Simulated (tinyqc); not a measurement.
From results back to parameters: electrons shared among three sets of ellipsoidal valleys. Three cases, with inputs chosen for the exercise.

Problem. With Boltzmann statistics n(L)/n(Gamma) = R exp(-dE/kB T), where R = N_2/N_1 does not depend on T. Two ratios were computed from hidden R and dE.

Constants: kB = 8.617333262e-05 eV/K.

Find: dE; R.

Method. dE = kB ln(ratio_b/ratio_a)/(1/Ta - 1/Tb); then R = ratio_a exp(dE/kB Ta).

Case 1.

Values chosen (out of a larger set: masses and offsets near those of GaSb; mobilities are free inputs, held fixed; not measured data): Ta = 300 K; Tb = 450 K.

ratio at Ta = 3.92016
ratio at Tb = 10.0481

Solution.

dE = 0.073 eV
R = 66.0

Case 2.

Values chosen (out of a larger set: masses and offsets near those of GaAs; mobilities are free inputs, held fixed; not measured data): Ta = 300 K; Tb = 500 K.

ratio at Ta = 3.50643e-05
ratio at Tb = 0.00764403

Solution.

dE = 0.348 eV
R = 24.6

Case 3.

Values chosen (out of a larger set: masses and offsets near those of InP; mobilities are free inputs, held fixed; not measured data): Ta = 300 K; Tb = 500 K.

ratio at Ta = 9.83820e-07
ratio at Tb = 0.000977021

Solution.

dE = 0.446 eV
R = 30.6

Computed by tinyqc, one run a case: `OMP_NUM_THREADS=1 python tinyqc.py N N+1 out.jsonl` with N = 1681613, 1681627, 1681936; one thread of a shared Intel(R) Xeon(R) Processor @ 2.30GHz, about 0.01 s a run at most.
